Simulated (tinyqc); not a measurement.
Delta-doped layer in the Thomas-Fermi potential: sweeps and comparisons. A value that a table varies takes the place of the one given here.

All donors ionised in the plane z = 0, zero temperature, energies from the Fermi level EF of the Thomas-Fermi model, which lies at the bulk band edge; c = hbar^2/2m0, q = e^2/(4 pi eps0). Layer in a (001) plane: two valleys with m_z = ml, m_d = mt (unprimed) and four with m_z = mt, m_d = sqrt(ml mt) (primed); m3 = (ml mt^2)^(1/3), gv = 6. With n = (gv/3 pi^2)(m3 (-V)/c)^(3/2) and V'' = -(4 pi q/eps) n for z > 0, the solution is V = -b/(|z| + z0)^4 with sqrt(b) = 20/K, K = (4 pi q/eps)(gv/3 pi^2)(m3/c)^(3/2), and z0^5 = 4b/(e F0), e F0 = 2 pi q N/eps; 1e13/cm^2 = 1e-3/angstrom^2. Exchange and correlation are left out.

Subbands solve -(c/m_z) psi'' + V psi = E psi on 1280 points of spacing z0/80; up to ten levels for each group, kept if bound with an rms width below 2.5 z0.

Constants: hbar^2/2m0 = 3.80998211 eV angstrom^2; e^2/(4 pi eps0) = 14.39964547 eV angstrom.

Parameters, chosen for this exercise (near those of a delta-doped layer in Si; the results hold for these values, not for the real material):
- ml = 0.895 m0 (longitudinal mass)
- mt = 0.193 m0 (transverse mass)
- eps = 11.9 (dielectric constant)
- Nl = (0.54, 1.1, 2.2, 3.8, 6.5, 11, 17) x 1e13/cm^2 (sheet densities)
- N = 5.4 x 1e13/cm^2 (donor sheet density)

## Doping density

The well, the lowest level and the filling anew; at zero temperature n_i = g m_d (mu - E_i)/(2 pi c), with mu fixed by sum n_i = N.

Results:

| N (1e13/cm^2) | z0 (angstrom) | depth (eV) | lowest (eV) | next - lowest (eV) | occupied | share of lowest (%) |
|---|---|---|---|---|---|---|
| 0.54 | 36.9 | 0.0378 | -0.0119 | 0.0063 | 2 | 34.1 |
| 1.1 | 32.0 | 0.0669 | -0.0234 | 0.0117 | 2 | 32.8 |
| 2.2 | 27.8 | 0.1164 | -0.0448 | 0.0211 | 3 | 31.3 |
| 3.8 | 25.0 | 0.1802 | -0.0743 | 0.0332 | 3 | 30.0 |
| 6.5 | 22.4 | 0.2769 | -0.1214 | 0.0516 | 3 | 28.8 |
| 11 | 20.2 | 0.4218 | -0.1957 | 0.0791 | 3 | 27.6 |
| 17 | 18.5 | 0.5976 | -0.2896 | 0.1121 | 4 | 26.6 |

The depth grows as N^(4/5) and z0 shrinks as N^(-1/5): factors 15.8 and 1.99 for 31 times the doping. The lowest level deepens faster, with exponent 0.92, since the zero-point energy takes a smaller share of a deeper well (68 % falling to 52 %). The number of occupied subbands is 2 in the first row and 4 in the last. Depths beyond about 0.5 eV stretch parabolic valleys past their range. Up to N = 1.1 the donor spacing exceeds 1.5 Bohr radii (one radius, a0 eps/m with the density-of-states mass, is 20 angstrom), where a uniform sheet is a crude picture of discrete donors (beyond about three radii electrons stay on single donors).

## What each parameter does

z0, depth, lowest level and its rms width. Each row changes one parameter from the base and keeps the others.

Results:

| case | z0 (angstrom) | depth (eV) | lowest (eV) | rms z (angstrom) |
|---|---|---|---|---|
| base | 23.26 | 0.2387 | -0.1025 | 6.39 |
| N = 3.24 x 1e13/cm^2 | 25.76 | 0.1587 | -0.0641 | 7.85 |
| eps = 10.7 | 21.82 | 0.2491 | -0.1043 | 6.26 |
| ml = 1.029 m0 | 22.62 | 0.2322 | -0.1012 | 6.04 |
| mt = 0.164 m0 | 24.83 | 0.2548 | -0.1154 | 6.19 |

The largest shifts from the base row, up to three for each result and ties (the steps differ in size, so this ranks the rows, not the parameters). z0 (angstrom): N +2.50, mt +1.57, eps -1.44. depth (eV): N -0.0801, mt +0.0161, eps +0.0104. lowest (eV): N +0.0384, mt -0.0130, eps -0.0019. rms z (angstrom): N +1.46, ml -0.35, mt -0.20.

tinyqc: `OMP_NUM_THREADS=1 python tinyqc.py 1280229 1280230 out.jsonl`; about 0.2 s, one thread, shared Intel(R) Xeon(R) Processor @ 2.30GHz.
